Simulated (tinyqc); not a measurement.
Shallow donor in an anisotropic valley (effective-mass theory): sweeps and comparisons. A value that a table varies takes the place of the one given here.

One valley: H = -c [(d2/dx2 + d2/dy2)/mt + (d2/dz2)/ml] - q/(eps r), c = hbar^2/2m0, q = e^2/(4 pi eps0). Trial function exp(-sqrt((x^2 + y^2)/a^2 + z^2/b^2)) with a > b: T = (c/3)(2/(mt a^2) + 1/(ml b^2)), V = -(q/eps) atan(u/b)/u, u = sqrt(a^2 - b^2). The central cell of the impurity is left out.

Constants: hbar^2/2m0 = 3.80998211 eV angstrom^2; e^2/(4 pi eps0) = 14.39964547 eV angstrom; Ry = 13.60569312 eV; a0 (Bohr radius) = 0.5291772105 angstrom.

Values chosen for the exercise (near those of AlAs; shifted at random, so the results belong to these values and not to a real crystal): mt = 0.195 m0 (transverse mass); eps = 10.2 (dielectric constant); xs = (1.5, 2.4, 3.1, 4.9, 8.1, 28, 64, 170) (ratios ml/mt); ml = 1.135 m0 (longitudinal mass).

## Mass anisotropy

mt and eps fixed, ml varied. Energies in units of Ry*(mt) = Ry mt/eps^2 and lengths in a*(mt) = a0 eps/mt; the last two columns use one mass, 3/(1/ml + 2/mt) or (ml mt^2)^(1/3).

Results:
```
ml/mt   a/a*    b/a  binding  conductivity mass  density-of-states mass
1.50   0.920  0.866    1.139              1.125                   1.145
2.40   0.841  0.733    1.307              1.241                   1.339
3.10   0.804  0.670    1.401              1.292                   1.458
4.90   0.746  0.571    1.572              1.361                   1.698
8.10   0.693  0.479    1.760              1.413                   2.008
28.0   0.598  0.313    2.206              1.474                   3.037
64.0   0.554  0.236    2.474              1.488                   4.000
170    0.517  0.169    2.748              1.496                   5.540
```

The binding grows from 1.14 to 2.75 Ry*(mt); for ml going to infinity the exact problem becomes two-dimensional, with 4 Ry*. The conductivity mass saturates at 1.5 and underbinds, by 13 % at ml/mt = 4.9; the density-of-states mass errs by +8 % there and by +102 % in the last row. With these mt and eps one unit is 25.50 meV.

## What each parameter does

The minimum of the trial energy. Each row changes one parameter from the base and keeps the others.

Results:
```
case           E (meV)  a (angstrom)  b (angstrom)    b/a
base            -41.74         20.12         10.82  0.538
ml = 0.908 m0   -39.61         20.82         12.10  0.581
mt = 0.176 m0   -38.56         21.96         11.39  0.519
eps = 11.2      -34.62         22.09         11.88  0.538
```

The largest shifts from the base row, up to three for each result and ties (the steps differ in size, so this ranks the rows, not the parameters). E (meV): eps +7.12, mt +3.18, ml +2.13. a (angstrom): eps +1.97, mt +1.84, ml +0.70. b (angstrom): ml +1.28, eps +1.06, mt +0.57. b/a: ml +0.043, mt -0.019; unchanged at the printed digits by eps. eps only rescales the solution (E as 1/eps^2, lengths as eps), so b/a depends on ml/mt alone.

(tinyqc, `OMP_NUM_THREADS=1 python tinyqc.py 1250653 1250654 out.jsonl`, Intel(R) Xeon(R) Processor @ 2.30GHz, 1 thread, shared host, about 0.01 s.)
